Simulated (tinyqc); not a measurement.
Worked calculation: Pariser-Parr-Pople SCF with singles CI, for the molecule C=C1C=C(F)C=C1C=O (SMILES; centres numbered as the heavy atoms are written). Computed by tinyqc, a small Python program that keeps every step. Settings: charge = 0, gamma = Ohno, start = huckel, damping = 0.3, iteration cap = 60, excitations kept = 6. Command: `OMP_NUM_THREADS=1 python tinyqc.py 25993 25994 out.jsonl` (the two numbers bound the seeds that draw the settings). One thread of a shared host (Intel(R) Xeon(R) Processor @ 2.60GHz), about 0.01 s of CPU time with the checks. Later iterations appear only in the table of the cycle.

## PPP integrals

Centres (angstrom, eV; a flat drawing with bonds scaled to 1.40 angstrom):
```
centre,x,y,core charge z,W,gamma_rr
1C,-0.5970,-2.4390,1,11.1600,11.1300
2C,-0.0030,-1.1710,1,11.1600,11.1300
3C,1.3720,-0.9060,1,11.1600,11.1300
4C,1.5450,0.4830,1,11.1600,11.1300
5F,2.7700,1.1600,2,39.0000,21.4000
6C,0.2770,1.0770,1,11.1600,11.1300
7C,-0.6800,0.0540,1,11.1600,11.1300
8C,-2.0690,0.2270,1,11.1600,11.1300
9O,-2.6140,1.5170,1,17.7000,15.2000
```

Resonance integrals (eV):
```
i,j,beta
1,2,-2.3700
2,3,-2.3700
3,4,-2.3700
4,5,-2.0800
4,6,-2.3700
6,7,-2.3700
7,8,-2.3700
8,9,-2.4900
7,2,-2.3700
```

Ohno: gamma = 14.399645/sqrt(R^2 + a^2), a = 2 x 14.399645/(gamma_rr + gamma_ss); H_rr = -W_r - sum_(s != r) z_s gamma_rs; H_rs = beta for bonds.

repulsion gamma_rs (eV), lower triangle:
```
,1C,2C,3C,4C,5F,6C,7C,8C,9O
1C,11.1300
2C,7.5532,11.1300
3C,5.1229,7.5530,11.1300
4C,3.7430,5.5196,7.5546,11.1300
5F,2.8757,3.8613,5.4400,8.6948,21.4000
6C,3.7430,5.5197,5.5199,7.5532,5.4403,11.1300
7C,5.1245,7.5549,5.5195,5.5186,3.8610,7.5514,11.1300
8C,4.3519,5.1243,3.7433,3.7430,2.8759,5.1231,7.5546,11.1300
9O,3.1487,3.6887,3.0054,3.2556,2.6407,4.6121,5.4128,8.1037,15.2000
```

core matrix H (eV), lower triangle:
```
,1C,2C,3C,4C,5F,6C,7C,8C,9O
1C,-49.6986
2C,-2.3700,-61.3961
3C,0.0000,-2.3700,-60.0587
4C,0.0000,0.0000,-2.3700,-65.4372
5F,0.0000,0.0000,0.0000,-2.0800,-74.6898
6C,0.0000,0.0000,0.0000,-2.3700,0.0000,-61.6631
7C,0.0000,-2.3700,0.0000,0.0000,0.0000,-2.3700,-63.1184
8C,0.0000,0.0000,0.0000,0.0000,0.0000,0.0000,-2.3700,-54.6556
9O,0.0000,0.0000,0.0000,0.0000,0.0000,0.0000,0.0000,-2.4900,-54.2085
```

## Starting guess

pi electrons, sum of z_r less the charge = 10

Orbitals of the Hueckel matrix of the beta values.

P at the start, lower triangle:
```
,1C,2C,3C,4C,5F,6C,7C,8C,9O
1C,1.1667
2C,0.7217,1.0260
3C,-0.2483,0.5377,1.4010
4C,-0.1840,-0.0550,0.5623,1.0268
5F,0.5134,-0.1615,-0.3078,0.6551,1.2793
6C,-0.2573,-0.0765,-0.1590,0.4571,0.0862,1.0513
7C,0.1076,0.3833,-0.1817,-0.0588,-0.2539,0.7446,1.0380
8C,-0.0811,0.0144,-0.0542,-0.0620,0.0237,0.0043,0.4291,0.9942
9O,-0.0887,-0.0852,0.1276,0.0283,0.1898,-0.3594,-0.0238,0.8954,1.0169
```

## Iteration 1: Fock matrix

F_rr = H_rr + P_rr gamma_rr / 2 + sum_(s != r) P_ss gamma_rs; F_rs = H_rs - P_rs gamma_rs / 2; E = tr P (H + F) / 2 + core repulsion sum_(r<s) z_r z_s gamma_rs.

F (eV), lower triangle:
```
,1C,2C,3C,4C,5F,6C,7C,8C,9O
1C,-3.9751
2C,-5.0956,-3.1957
3C,0.6360,-4.4005,-5.5106
4C,0.3444,0.1517,-4.4941,-7.2862
5F,-0.7382,0.3119,0.8372,-4.9278,-21.8649
6C,0.4815,0.2110,0.4389,-4.0964,-0.2345,-5.7130
7C,-0.2757,-3.8180,0.5013,0.1624,0.4901,-5.1815,-4.3202
8C,0.1766,-0.0369,0.1014,0.1160,-0.0340,-0.0111,-3.9907,-4.5538
9O,0.1396,0.1572,-0.1918,-0.0461,-0.2507,0.8287,0.0644,-6.1180,-9.5667
```

pi energy = -159.5408 eV

## Iteration 1: orbitals and new P

Diagonalise F (the basis is taken as orthonormal) and form P = 2 sum c c over the lowest orbitals; 0.3 of the old P is kept.

orbital energies (eV): -23.5305  -14.4940  -13.2410  -9.7781  -9.3376  -2.9822  -0.1449  2.6279  4.8939

P after iteration 1, lower triangle:
```
,1C,2C,3C,4C,5F,6C,7C,8C,9O
1C,0.8730
2C,0.7612,0.9901
3C,0.0124,0.4992,1.1980
4C,-0.3057,-0.0581,0.6975,1.0872
5F,0.2799,-0.0556,-0.2421,0.3643,1.7323
6C,-0.2581,-0.1006,-0.1540,0.4649,-0.0142,1.0712
7C,0.2172,0.3731,-0.2346,-0.0572,-0.1108,0.7505,0.9830
8C,-0.0213,0.0407,-0.0911,-0.0631,0.0112,0.1009,0.4023,0.7890
9O,-0.1215,-0.0809,0.1420,0.0313,0.0701,-0.3078,-0.0283,0.8623,1.2762
```

## Iteration 2: Fock matrix

As before.

F (eV), lower triangle:
```
,1C,2C,3C,4C,5F,6C,7C,8C,9O
1C,-5.6748
2C,-5.2446,-5.4640
3C,-0.0318,-4.2554,-5.6766
4C,0.5720,0.1604,-5.0048,-5.9182
5F,-0.4024,0.1074,0.6586,-3.6637,-18.5884
6C,0.4830,0.2777,0.4251,-4.1256,0.0386,-5.3692
7C,-0.5564,-3.7796,0.6474,0.1578,0.2139,-5.2038,-5.4360
8C,0.0463,-0.1043,0.1705,0.1180,-0.0161,-0.2585,-3.8895,-4.6004
9O,0.1913,0.1491,-0.2134,-0.0510,-0.0925,0.7098,0.0766,-5.9841,-9.7387
```

pi energy = -165.6064 eV

## Iteration 2: orbitals and new P

As before.

orbital energies (eV): -19.7041  -15.0264  -13.5820  -10.8602  -9.9120  -3.0699  -0.2300  2.5444  3.3739

P after iteration 2, lower triangle:
```
,1C,2C,3C,4C,5F,6C,7C,8C,9O
1C,0.8282
2C,0.8036,0.9922
3C,0.0785,0.4601,1.1318
4C,-0.3321,-0.0399,0.7578,1.0443
5F,0.1770,-0.0268,-0.2030,0.2642,1.8817
6C,-0.2795,-0.0978,-0.0937,0.4617,-0.0422,1.0153
7C,0.2164,0.3463,-0.2802,-0.0443,-0.0559,0.7625,1.0149
8C,-0.0095,0.0424,-0.1095,-0.0594,0.0081,0.1346,0.3965,0.7117
9O,-0.1101,-0.0656,0.1518,0.0261,0.0283,-0.2859,-0.0501,0.8445,1.3800
```

## Convergence

Stop when output and input P, before any damping, agree to 1e-7.

Course of the cycle:
```
iteration,E (eV),largest |P(out) - P(in)|
1,-159.540805,6.47e-01
2,-165.606437,2.13e-01
3,-167.630231,7.54e-02
4,-168.349129,4.36e-02
5,-168.606180,2.70e-02
6,-168.699518,1.80e-02
7,-168.734600,1.23e-02
8,-168.748503,9.28e-03
9,-168.754387,6.98e-03
10,-168.757055,5.26e-03
11,-168.758342,3.95e-03
...,...,...
38,-168.759752,1.72e-06
39,-168.759752,1.29e-06
40,-168.759752,9.73e-07
41,-168.759752,7.32e-07
42,-168.759752,5.51e-07
43,-168.759752,4.15e-07
44,-168.759752,3.12e-07
45,-168.759752,2.35e-07
46,-168.759752,1.77e-07
47,-168.759752,1.33e-07
48,-168.759752,9.99e-08
```

Converged in 48 iterations.

## Converged orbitals

Charges are z - P_rr.

orbital energies (eV): -18.7160  -15.3547  -13.4663  -11.4830  -10.6152  -2.8799  -0.0831  2.0575  2.9262

coefficients:
```
,MO1,MO2,MO3,MO4,MO5,MO6,MO7,MO8,MO9
1C,0.0176,0.2903,-0.2131,0.5371,-0.0377,0.6165,0.3278,-0.2120,0.2181
2C,0.0484,0.4899,-0.2690,0.4336,-0.0293,-0.2385,-0.3621,0.3609,-0.4221
3C,0.1044,0.3093,-0.2984,-0.0944,0.5586,-0.3936,0.0271,-0.5519,0.1526
4C,0.2828,0.2316,-0.1902,-0.4390,0.3797,0.2644,0.2425,0.5959,0.0973
5F,0.9463,-0.1955,0.0955,0.1654,-0.1216,-0.0592,-0.0429,-0.0973,-0.0140
6C,0.0924,0.3273,-0.0412,-0.5029,-0.2698,0.4166,-0.3055,-0.3812,-0.3805
7C,0.0469,0.4869,0.1022,-0.1546,-0.5450,-0.2955,0.0420,0.0741,0.5786
8C,0.0142,0.2909,0.4763,0.0083,-0.0069,-0.1858,0.6557,-0.0651,-0.4685
9O,0.0051,0.2437,0.7134,0.1328,0.3960,0.1984,-0.4184,0.0248,0.2056
```

pi charges: 1C 0.1602, 2C -0.0070, 3C -0.0331, 4C -0.0135, 5F 0.0300, 6C 0.1138, 7C -0.1413, 8C 0.3763, 9O -0.4854

## Singles CI, singlets

Over the 6 single excitations with the smallest orbital gaps: A = (e_a - e_i) delta + 2 (ia|jb) - (ij|ab), with (pq|rs) = sum c_mp c_mq gamma_mn c_nr c_ns. f = 2/3 w |mu|^2 in atomic units, mu = sqrt2 sum c_ia sum_m c_mi c_ma R_m.

singlet CI matrix (eV), lower triangle:
```
,5>6,4>6,5>7,3>6,4>7,2>6
5>6,2.7703
4>6,0.0420,4.7141
5>7,-0.2636,-0.3402,5.7323
3>6,0.4482,0.0956,0.1916,6.2686
4>7,0.2256,-0.0075,-0.3580,0.0348,6.6884
2>6,0.3361,-0.1497,-0.1110,0.3509,-0.0812,7.3027
```

singlet excitation energies (eV): 2.6611  4.5752  5.6837  6.2589  6.8348  7.4627

oscillator strengths: 0.1052  0.8420  0.5382  0.0578  0.2256  0.0666

## Singles CI, triplets

Over the 6 single excitations with the smallest orbital gaps: A = (e_a - e_i) delta - (ij|ab), with (pq|rs) = sum c_mp c_mq gamma_mn c_nr c_ns.

triplet CI matrix (eV), lower triangle:
```
,5>6,4>6,5>7,3>6,4>7,2>6
5>6,1.8382
4>6,0.0267,2.1838
5>7,0.2703,0.3528,4.7114
3>6,0.5116,0.4532,0.5648,5.5542
4>7,0.3528,-0.4841,-0.4563,0.4755,6.0060
2>6,0.3058,-0.3522,-0.1163,0.6067,-0.5756,6.2665
```

triplet excitation energies (eV): 1.7107  1.9756  4.0844  5.6026  6.3661  6.8209
